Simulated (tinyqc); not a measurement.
Quasi-harmonic thermal expansion with mode Grueneisen parameters: one step, computed by the program tinyqc.

A crystal with two atoms a cell; per atom there are 1 transverse acoustic (TA), 1/2 longitudinal acoustic (LA) and 3/2 optical (O) modes. Every frequency of group i scales as nu_i (V/V0)^(-gamma_i). Each group has one frequency. Static energy: E = (9 V0 B0/16) [y^3 B' + y^2 (2 - 4 y)], y = (V0/V)^(2/3) - 1, with pressure P_s = (3 B0/2) (z^7 - z^5) [1 + (3/4)(B' - 4)(z^2 - 1)], z = (V0/V)^(1/3).

Problem. Grueneisen's estimate. gamma_th = sum gamma_i C_i / sum C_i; volume expansion coefficient alpha_V = gamma_th C k_B/(B0 V0); linear coefficient alpha_V/3; first-order volume change P_ph/B0.

Inputs (values chosen for the exercise, for a model crystal): static volume V0 = 21.6 angstrom^3/atom; static bulk modulus B0 = 155 GPa; temperature T = 800 K.

Acoustic groups: Einstein.

Groups:
```
group  h nu_i/(k_B T)  U_i (meV)  C_i (k_B)  gamma_i C_i (k_B)
TA          0.1127822   69.01172  0.9989407          0.6393220
LA          0.1757723   34.55803  0.4987147          0.6483291
O           0.3473452   104.4456   1.485009           2.821518
```

phonon pressure at V0 = 2.132820 GPa

Constants: k_B = 8.617333262e-05 eV/K; 1 eV/angstrom^3 = 160.2176634 GPa.

Give: heat capacity C at V0; gamma_th at V0; linear expansion, Grueneisen estimate; first-order volume change.

Solution.

heat capacity C at V0 = 2.9827 k_B/atom

gamma_th at V0 = 1.3777

linear expansion, Grueneisen estimate = 5.6485 ppm/K

first-order volume change = 1.3760 %
